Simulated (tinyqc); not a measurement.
## Width from the threshold shift

Question. Undoped body with a flat potential across it, hard walls, transport along x. One isotropic valley (g = 1, mx = my = mz = me). Non-parabolicity enters the subband edges through E (1 + al E) = gamma, so E = 2 gamma/(1 + sqrt(1 + 4 al gamma)); motion within a subband is taken as parabolic with the band-edge mass. Energies are counted from the bulk band edge. gamma = C pi^2 [a^2/(my (t + dl)^2) + b^2/(mz (H + dl)^2)], C = hbar^2/(2 m0). Each subband has N_k = g sqrt(2 mx m0 kB T/(pi hbar^2)); without degeneracy n = exp(EF/Vt) sum N_k exp(-E_k/Vt). Classical value Nc times t H, Nc = sum over valleys of 2 g (m m0 kB T/(2 pi hbar^2))^1.5 with m = (mx my mz)^(1/3). Threshold shift dVT = Vt ln(classical value/sum N_k exp(-E_k/Vt)). Find t and the lowest subband edge.

Inputs (values chosen for the exercise); masses close to those of GaAs:

| symbol | value | unit | meaning |
|---|---|---|---|
| T | 300 | K | temperature |
| me | 0.0672 | m0 | mass at the band edge |
| al | 0.67 | 1/eV | non-parabolicity |
| dl | 0 | nm | widening of the box by penetration into the insulator |
| H | 14.5 | nm | height (along z) |

Constants: q = 1.602176634e-19 C, kB = 1.380649e-23 J/K, hbar = 1.054571817e-34 J s, m0 = 9.1093837015e-31 kg, Vt = kB T/q, hbar^2/(2 m0) = 0.0380998212 eV nm^2. Results are converted to the units shown.

dVT = 62.388624 mV

Solution. dVT is evaluated for trial values of t with all subbands; between 1.5 and 25 nm one value matches.

t = 9.70 nm
E_1 = 81.6 meV

tinyqc, about 0.08 s, one thread, Intel Xeon 2.30GHz (shared host): `OMP_NUM_THREADS=1 python tinyqc.py 2350079 2350080 out.jsonl`
